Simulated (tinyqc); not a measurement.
Biaxially strained (001) channel, valley splitting in an inversion layer: effect of the temperature.

A thin layer grown on a relaxed buffer is stretched in the plane. The two valleys with their long axis along the growth direction (D2) sink against the four in-plane ones (D4); confinement in a triangular well splits them too. Only the lowest subband of each set is kept; one relaxation time, so the weakening of intervalley scattering is left out.

e_par = b1 x, e_perp = -2 (c12/c11) e_par, splitting D = Xu (e_par - e_perp), in-plane stress (c11 + c12 - 2 c12^2/c11) e_par. Levels E(m) = 2.33811 (hbar^2 q^2 F^2/(2 m))^(1/3): E2 = E(ml), E4 = E(mt) + D; N2 = 2 mt kB T/(pi hbar^2), N4 = 4 sqrt(mt ml) kB T/(pi hbar^2). EF solves Ns = N2 ln(1 + exp((EF - E2)/Vt)) + N4 ln(1 + exp((EF - E4)/Vt)); f2 is the share in D2, and 1/mc = f2/mt + (1 - f2)(1/mt + 1/ml)/2. The gain is mc(x = 0)/mc.

Inputs (values chosen for the exercise); values close to those of silicon on relaxed silicon-germanium:
```
symbol,value,unit,meaning
x,0.28,,germanium share of the relaxed buffer
b1,0.0418,,lattice mismatch per unit x
c11,162,GPa,elastic constant
c12,64.8,GPa,elastic constant
Xu,8.75,eV,shear deformation potential
ml,0.928,m0,longitudinal mass
mt,0.195,m0,transverse mass
F,0.53,MV/cm,confining field
Ns,1.2e12,cm^-2,inversion density
```

Constants: q = 1.602176634e-19 C, kB = 1.380649e-23 J/K, hbar = 1.054571817e-34 J s, m0 = 9.1093837015e-31 kg, Vt = kB T/q, hbar^2/(2 m0) = 0.0380998212 eV nm^2. Results are converted to the units shown.

The same in every row: D (meV) = 184.3.

Results:
```
T (K)  f2 without strain      f2  mc (m0)   gain
150               0.9858   1.000   0.1950  1.006
240               0.8929   1.000   0.1950  1.044
285               0.8273  0.9999   0.1950  1.073
330               0.7619  0.9995   0.1950  1.104
375               0.7018  0.9985   0.1951  1.133
420               0.6486  0.9965   0.1953  1.160
465               0.6026  0.9931   0.1955  1.183
```

Estimate the missing row, T = 195 K.

Computed row:
```
T (K)  f2 without strain     f2  mc (m0)   gain
195               0.9495  1.000   0.1950  1.020
```

With this row back in the table: As T goes from 150 to 465 K, f2 falls from 1.00 to 0.993 (without strain: it falls from 0.986 to 0.603) and the gain rises from 1.01 to 1.18.

Numbers from tinyqc (`OMP_NUM_THREADS=1 python tinyqc.py 2530154 2530155 out.jsonl`; about 0.01 s on one thread of a shared Intel Xeon 2.30GHz).
